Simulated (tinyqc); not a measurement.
# Worked calculation: lossy on-chip transmission line with skin effect

Computed by the program tinyqc: `OMP_NUM_THREADS=1 python tinyqc.py 2810143 2810144 out.jsonl`, one thread of a shared Intel Xeon 2.30GHz, about 0.01 s for the whole run. Printed values are rounded.

A uniform line in a homogeneous dielectric: c = sqrt(er)/(c0 Z0), l = Z0 sqrt(er)/c0 (c0 = 299792458 m/s), g = w c td, w = 2 pi f. The resistance joins its limits as r = sqrt(r_dc^2 + r_hf^2), with r_dc = rho/(wd th), r_hf = kr rho/(2 delta (wd + th)), delta = sqrt(rho/(pi f mu0)), mu0 = 4 pi 1e-7 H/m; this is an interpolation, and internal inductance, up to 0.05 nH/mm at low frequency, is neglected.

Inputs (values chosen for the exercise):

| symbol | value | unit | meaning |
|---|---|---|---|
| wd | 1.3 | um | width of the strip |
| th | 0.63 | um | thickness of the strip |
| rho | 1.8 | uohm cm | resistivity |
| er | 3.9 |  | relative permittivity |
| td | 0.005 |  | loss tangent |
| Z0 | 50 | ohm | lossless impedance sqrt(l/c) |
| kr | 2 |  | factor for crowding and the return path |
| len | 5 | mm | length |
| Rg | 10 | ohm | source resistance |
| RL | 1000 | ohm | load resistance |
| CL | 20 | fF | load capacitance |
| f | 5.5 | GHz | frequency |

## Line constants

delta, r_dc, r_hf, r, l, c and g as defined.

delta = 0.9104897 um
r_dc = 21.97802 ohm/mm
r_hf = 10.24331 ohm/mm
r = 24.24786 ohm/mm
l = 0.3293682 nH/mm
c = 131.7473 pF/m
g = 0.02276429 S/m

r is 1.10 times r_dc; the skin depth is 1.45 of the thickness.

## Propagation constant and impedance

gamma = sqrt((r + i w l)(g + i w c)) = alpha + i beta, Zc = sqrt((r + i w l)/(g + i w c)), roots with positive real part; loss 8.685889638 alpha in dB; phase velocity w/beta.

gamma len = 0.939993+1.471503i
Zc = 64.84566-40.96821i ohm
loss = 1.632935 dB/mm
phase velocity over c0 = 0.3916795
r/(w l) = 2.130342

r exceeds w l, so the line behaves mainly as an RC line at this frequency.

## Reflection, input impedance and transfer

ZL = 1/(1/RL + i w CL); reflection (ZL - Zc)/(ZL + Zc); Zin = Zc (ZL + Zc tanh(gamma len))/(Zc + ZL tanh(gamma len)); H = V_load/V_source = [Zin/(Zin + Rg)]/[cosh(gamma len) + (Zc/ZL) sinh(gamma len)].

ZL = 676.7325-467.7239i ohm
reflection at the load = 0.8295342-0.0064433i
Zin = 48.90051-34.33936i ohm
H = 0.0277276-0.7144377i
|H| = -2.914176 dB
